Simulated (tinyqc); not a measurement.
# Semiconductor laser, carrier and photon rate equations: what changes with what

Carrier density N and photon density S in one mode: dN/dt = F1 = eta I/(q V) - (A N + B N^2 + C N^3) - vg g S; dS/dt = F2 = G vg g S + G be B N^2 - S/tp, with g = g0 ln(N/Ntr)/(1 + ec S). Output power P = Fo Eph S V/(G tp). No heating, no carrier transport.

Inputs (values chosen for the exercise): active volume V = 1.7e-12 cm^3; confinement factor G = 0.048; group velocity vg = 7e9 cm/s; gain coefficient g0 = 2800 1/cm; transparency density Ntr = 1.3e18 cm^-3; gain compression ec = 2.6e-17 cm^3; photon lifetime tp = 3.6 ps; defect recombination coefficient A = 4e7 1/s; radiative coefficient B = 7.2e-11 cm^3/s; Auger coefficient C = 5.4e-29 cm^6/s; share of spontaneous emission into the mode be = 1e-5; injection efficiency eta = 0.94; share of cavity losses that is output Fo = 0.33; photon energy Eph = 0.95 eV; drive current I = 0.74 mA.

Constants: q = 1.602176634e-19 C. Results are converted to the units shown.

Each table varies one quantity; the others keep the values above.

## Effect of the gain coefficient on threshold and bandwidth

gth = 1/(G vg tp), Nth = Ntr exp(gth/g0), Ith = q V (A Nth + B Nth^2 + C Nth^3)/eta. N and S are the steady state (F1 = F2 = 0, S > 0). Jacobian, with a = g0/(N (1 + ec S)) and d = g/(1 + ec S): J11 = -(A + 2 B N + 3 C N^2) - vg a S, J12 = -vg d, J21 = G vg a S + 2 G be B N, J22 = G vg d - 1/tp. wR^2 = det J, gamma = -trace J, fR = wR/(2 pi); the response wR^2/(wR^2 - w^2 + i gamma w) falls to 1/sqrt(2) at w^2 = x + sqrt(x^2 + wR^4), x = wR^2 - gamma^2/2 (f3dB = w/(2 pi)).

Result of one run:
```
g0 (1/cm)	Ith (mA)	P (mW)	fR (GHz)	gamma (1/ns)	f3dB (GHz)
1900	0.2343	0.1485	3.728	5.109	5.743
```

What becomes of these results when the gain coefficient g0 is changed from 1900 to 4000 1/cm, all else the same?

Result of the changed run:
```
g0 (1/cm)	Ith (mA)	P (mW)	fR (GHz)	gamma (1/ns)	f3dB (GHz)
4000	0.1357	0.1779	6.627	9.498	10.20
```

The whole series:
```
g0 (1/cm)	Ith (mA)	P (mW)	fR (GHz)	gamma (1/ns)	f3dB (GHz)
1900	0.2343	0.1485	3.728	5.109	5.743
2400	0.1881	0.1622	4.579	6.178	7.056
3100	0.1563	0.1718	5.564	7.635	8.572
4000	0.1357	0.1779	6.627	9.498	10.20
5100	0.1224	0.1819	7.736	11.77	11.90
6500	0.1129	0.1847	8.956	14.68	13.75
8400	0.1057	0.1868	10.39	18.62	15.91
```

As g0 goes from 1900 to 8400 1/cm, Ith falls from 0.234 to 0.106 mA, fR rises from 3.73 to 10.4 GHz, gamma rises from 5.11 to 18.6 1/ns and f3dB rises from 5.74 to 15.9 GHz.

## Effect of the confinement factor on threshold and bandwidth

Same model as above.

Result of one run:
```
G	Ith (mA)	P (mW)	fR (GHz)	gamma (1/ns)	f3dB (GHz)
0.041	0.1886	0.1621	4.570	5.826	7.049
```

What becomes of these results when the confinement factor G is changed from 0.041 to 0.087, all else the same?

Result of the changed run:
```
G	Ith (mA)	P (mW)	fR (GHz)	gamma (1/ns)	f3dB (GHz)
0.087	0.1226	0.1817	7.679	13.74	11.76
```

The whole series:
```
G	Ith (mA)	P (mW)	fR (GHz)	gamma (1/ns)	f3dB (GHz)
0.032	0.2388	0.1473	3.671	4.338	5.668
0.041	0.1886	0.1621	4.570	5.826	7.049
0.053	0.1565	0.1716	5.550	7.869	8.546
0.068	0.1363	0.1776	6.575	10.46	10.10
0.087	0.1226	0.1817	7.679	13.74	11.76
0.11	0.1134	0.1844	8.827	17.71	13.47
0.14	0.1064	0.1865	10.12	22.85	15.36
```

As G goes from 0.032 to 0.14, Ith falls from 0.239 to 0.106 mA, fR rises from 3.67 to 10.1 GHz, gamma rises from 4.34 to 22.9 1/ns and f3dB rises from 5.67 to 15.4 GHz.

## Effect of the gain compression on threshold and bandwidth

Same model as above.

The same in every row: Ith (mA) = 0.1672.

Effect of the gain compression on threshold and bandwidth:
```
ec (cm^3)	P (mW)	fR (GHz)	gamma (1/ns)	f3dB (GHz)
1e-18	0.1688	5.192	4.712	8.038
2.2e-18	0.1688	5.191	4.824	8.034
4.6e-18	0.1687	5.188	5.046	8.027
1e-17	0.1687	5.182	5.546	8.010
2.2e-17	0.1685	5.168	6.648	7.971
4.6e-17	0.1682	5.141	8.820	7.883
1e-16	0.1676	5.082	13.56	7.644
```

As ec goes from 1e-18 to 1e-16 cm^3, Ith stays at 0.167 mA, fR falls from 5.19 to 5.08 GHz, gamma rises from 4.71 to 13.6 1/ns and f3dB falls from 8.04 to 7.64 GHz.

Numbers from tinyqc (`OMP_NUM_THREADS=1 python tinyqc.py 2840031 2840032 out.jsonl`; about 0.01 s on one thread of a shared Intel Xeon 2.30GHz).
